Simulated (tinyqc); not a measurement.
The phase diagram: regular and subregular solution with a miscibility gap. Computed by tinyqc, a small Python program. Command: `OMP_NUM_THREADS=1 python tinyqc.py 3007616 3007617 out.jsonl regsol walk`. One thread of a shared host (Intel(R) Xeon(R) Processor @ 2.30GHz), about 0.02 s of CPU time with the checks.

Per mole of mixing sites: G(x) = x (1 - x) [L0 + L1 (1 - 2x)] + R T [x ln x + (1 - x) ln(1 - x)], x the fraction of B.

Inputs (values chosen for the exercise, for a model alloy): interaction L0 = 9.67 kJ/mol; size misfit eta = d ln a/dx = 0.034; asymmetry L1 = -0.33 kJ/mol.

Source of L0: given.

Constants: R = 8.314462618 J/(mol K).

Method:
- L0 and eta are given.
- The spinodal is G'' = 0, R T_s(x) = x (1 - x) [2 L0 + 6 L1 (1 - 2x)]; the critical point is its maximum.
- G' = L0 (1 - 2x) + L1 (1 - 6x + 6x^2) + R T ln[x/(1 - x)]; G'' = -2 L0 - 6 L1 (1 - 2x) + R T/[x (1 - x)].
- Common tangent: F1 = G'(x1) - G'(x2) = 0 and F2 = [G - x G'](x1) - [G - x G'](x2) = 0. Newton step: J = [[G''(x1), -G''(x2)], [-x1 G''(x1), x2 G''(x2)]], J dx = -F; a step that would leave 0 < x < 1 is halved until it stays inside. The start is x1 = s0, x2 = 1 - s0.
- For this table each start is x_s1/6 and 1 - (1 - x_s2)/6. The dilute estimate of x1 is exp(-(L0 + L1)/(R T)).

critical temperature T_c = 583.033 K

critical composition x_c = 0.525397

L0 = 9.67 kJ/mol

Binodal and spinodal:

| T (K) | binodal x1 | spinodal x_s1 | spinodal x_s2 | binodal x2 | dilute estimate of x1 |
|---|---|---|---|---|---|
| 233 | 0.0086532 | 0.12387 | 0.89668 | 0.99393 | 0.0080570 |
| 292 | 0.025046 | 0.16074 | 0.86496 | 0.98131 | 0.021342 |
| 350 | 0.053122 | 0.20050 | 0.83024 | 0.95872 | 0.040375 |
| 408 | 0.096192 | 0.24517 | 0.79060 | 0.92286 | 0.063718 |
| 466 | 0.15956 | 0.29752 | 0.74324 | 0.86838 | 0.089761 |
| 525 | 0.25848 | 0.36608 | 0.67975 | 0.78018 | 0.11769 |
| 560 | 0.35449 | 0.42565 | 0.62318 | 0.69130 | 0.13453 |

The dilute estimate is 0.93 of x1 at the lowest T and 0.38 at the highest: it drops the pull of the other solutes and the impurity of the second phase. Near the top the binodal is 1.71 times as wide as the spinodal; the mean-field limit at T_c is sqrt(3) = 1.73. The gap is lopsided: at the lowest T, A dissolves 0.0087 of B and B dissolves 0.0061 of A.

Extremes, crossings and ranges named in words are read from the listed rows.
